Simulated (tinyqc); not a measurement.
Band bending at a free surface with one surface level, surface photovoltage and Kelvin probe: two steps of the calculation.

n-type bulk, xi = Ec - EF = Vt ln(Nc/Nd), p0 = ni^2/Nd, ni = sqrt(Nc Nv) exp(-Eg/(2 Vt)), Eg in volts. b is the upward band bending, u = b/Vt. Space charge per area, in units of q: Qc = sign(b) sqrt((2 eps0 eps_r Vt/q) [(Nd + dn)(exp(-u) - 1) + Nd u + (p0 + dn)(exp(u) - 1)]), with dn the excess density under light (flat quasi-Fermi levels; 0 in the dark). The level holds -Ns f, f = 1/(1 + exp((xi + b - Es)/Vt)). Neutrality: Qc + Qf + (charge of the states) = 0.

Inputs (values chosen for the exercise); band and dielectric values close to those of 4H silicon carbide: temperature T = 350 K; band gap Eg = 3.3 eV; relative permittivity eps_r = 9.87; conduction-band density of states at T Nc = 2.1e19 cm^-3; valence-band density of states at T Nv = 3.18e19 cm^-3; electron affinity chi = 3.66 eV; donor density Nd = 6.4e17 cm^-3; fixed positive charge at the surface Qf = 0 cm^-2; density of an acceptor-like surface level Ns = 4.9e12 cm^-2; its depth below the conduction edge Es = 0.29 eV.

Constants: q = 1.602176634e-19 C, kB = 1.380649e-23 J/K, Vt = kB T/q, eps0 = 8.8541878128e-14 F/cm where lengths are in cm. Results are converted to the units shown.

Task 1. Bulk quantities. xi, ni, p0, the Debye length sqrt(eps0 eps_r Vt/(q Nd)) and the flat-band work function chi + xi.

Give: xi; ni; p0; Debye length; chi + xi.

Result 1.

xi = 0.1053 eV
ni = 4.502e-5 cm^-3
p0 = 3.166e-27 cm^-3
Debye length = 5.070 nm
chi + xi = 3.765 eV

Task 2. Charges against band bending. Evaluate Qc, the surface charge Qf - Ns f and their sum in the dark; the root lies where the sum changes sign.

b, point 0 to 6 (V): [0.066, 0.11, 0.154, 0.198, 0.242, 0.286, 0.33]

Give: Qc; surface charge; sum.

Result 2.

```
point  Qc (cm^-2)  surface charge (cm^-2)  sum (cm^-2)
0        5.233e11               -4.806e12    -4.283e12
1        7.503e11               -4.520e12    -3.770e12
2        9.305e11               -3.600e12    -2.669e12
3        1.083e12               -1.919e12    -8.363e11
4        1.216e12               -6.379e11     5.783e11
5        1.336e12               -1.648e11     1.172e12
6        1.447e12               -3.933e10     1.408e12
```

The sum rises steadily with b, so there is one root; bisection gives b = 0.22029 V.

Computed by the program tinyqc: `OMP_NUM_THREADS=1 python tinyqc.py 2430068 2430069 out.jsonl`, one thread of a shared Intel Xeon 2.30GHz, about 0.01 s for the whole run.
